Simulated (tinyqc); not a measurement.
## Doping from two capacitances

Inverse problem. An abrupt p-n junction obeys 1/C^2 = 2 (Vbi - V)/(q eps0 eps_r Ne), Ne = Na Nd/(Na + Nd), Vbi = Vt ln(Na Nd/ni^2), V the bias of the p side. Na is known to be the larger doping. Find Ne, Vbi, Na and Nd.

Inputs (values chosen for the exercise):
```
symbol,value,unit,meaning
T,273,K,temperature
eps_r,12.7,,relative permittivity
```

Constants: q = 1.602176634e-19 C, kB = 1.380649e-23 J/K, Vt = kB T/q, eps0 = 8.8541878128e-14 F/cm where lengths are in cm. Results are converted to the units shown.

C at V = -0.3 and -5.8 V (nF/cm^2): [10.986395, 5.0802036]
ni = 88010.132 cm^-3

Answer. The slope of 1/C^2 against -V gives Ne and its intercept Vbi. Then Na Nd = ni^2 exp(Vbi/Vt) and Na + Nd = Na Nd/Ne, so both are roots of one quadratic.

Ne = 2.00e15 cm^-3
Vbi = 1.20 V
Na = 4.40e16 cm^-3
Nd = 2.10e15 cm^-3

Numbers from tinyqc (`OMP_NUM_THREADS=1 python tinyqc.py 2000008 2000009 out.jsonl`; about 0.02 s on one thread of a shared Intel Xeon 2.30GHz).
